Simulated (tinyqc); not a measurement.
From results back to parameters: Koster-Slater impurity in an sp3s* host.

Problem. In the Koster-Slater model a defect shifts the s level of its site by Vs and the p levels by Vp; an A1 level solves 1/Vs = G_s(E) and a T2 level 1/Vp = G_p(E), E from the top of the valence band. A defect has an A1 level at E = 2.6647 eV, one of the energies of the table, and a T2 level at 2.6647 eV.

G(E) of the host (1/eV):

| E (eV) | G_s | G_p |
|---|---|---|
| 0.0000 | -0.0040219 | 0.0474412 |
| 0.6662 | -0.0081813 | 0.0288898 |
| 1.3324 | -0.0126655 | 0.0167101 |
| 1.9985 | -0.0177131 | 0.0064667 |
| 2.6647 | -0.0236590 | -0.0031763 |
| 3.3309 | -0.0310663 | -0.0131457 |
| 3.9971 | -0.0410554 | -0.0246256 |
| 4.6633 | -0.0564963 | -0.0402637 |
| 5.3294 | -0.0916777 | -0.0742106 |

Find: Vs, Vp.

Solution. Read G_s and G_p at the two energies and invert them. Vs is attractive and pulls its level down from the conduction bands. Vp is attractive and pulls its level down from the conduction bands.

Vs, Vp (eV): -42.3  -314.8

(tinyqc, `OMP_NUM_THREADS=1 python tinyqc.py 1451039 1451040 out.jsonl`, Intel(R) Xeon(R) Processor @ 2.30GHz, 1 thread, shared host, about 0.04 s.)
